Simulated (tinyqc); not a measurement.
Six-band k.p model of the valence band of a wurtzite crystal: one step. Levels and weights. Three cases, with inputs chosen for the exercise.

Task: H is one of the two 3 x 3 blocks into which the six-band matrix falls, in the basis HH, LH, CH of the unmixed zone-centre states. Diagonalise it.

Case 1.

H(k) (eV), rows HH, LH, CH and columns alike:
```
[[0.096300, -0.017469, 0.026912i],
 [-0.017469, 0.052433, 0.031018+0.026912i],
 [-0.026912i, 0.031018-0.026912i, -0.100749]]
```

Case 2.

H(k) (eV), rows HH, LH, CH and columns alike:
```
[[-0.098032, -0.078055, 0.035046i],
 [-0.078055, -0.109699, 0.008250+0.035046i],
 [-0.035046i, 0.008250-0.035046i, 0.126011]]
```

Case 3.

H(k) (eV), rows HH, LH, CH and columns alike:
```
[[0.057558, -0.004404, -0.000674i],
 [-0.004404, 0.053024, 0.003206-0.000674i],
 [0.000674i, 0.003206+0.000674i, -0.164249]]
```

Give: levels from the top; weights.

Result:

Case 1.

levels from the top (eV): [0.1046, 0.0584, -0.1151]

weights, rows HH, LH, CH; columns top, second, third:
```
[[0.890, 0.091, 0.019],
 [0.097, 0.842, 0.060],
 [0.013, 0.066, 0.921]]
```

Case 2.

levels from the top (eV): [0.1341, -0.0258, -0.1900]

weights, rows HH, LH, CH; columns top, second, third:
```
[[0.013, 0.534, 0.453],
 [0.013, 0.464, 0.523],
 [0.974, 0.001, 0.024]]
```

Case 3.

levels from the top (eV): [0.0603, 0.0504, -0.1643]

weights, rows HH, LH, CH; columns top, second, third:
```
[[0.727, 0.273, 0.000],
 [0.273, 0.727, 0.000],
 [0.000, 0.000, 1.000]]
```

Computed by tinyqc, one run a case: `OMP_NUM_THREADS=1 python tinyqc.py N N+1 out.jsonl` with N = 1050951, 1050972, 1051035; one thread of a shared Intel(R) Xeon(R) Processor @ 2.30GHz, about 0.01 s a run at most.
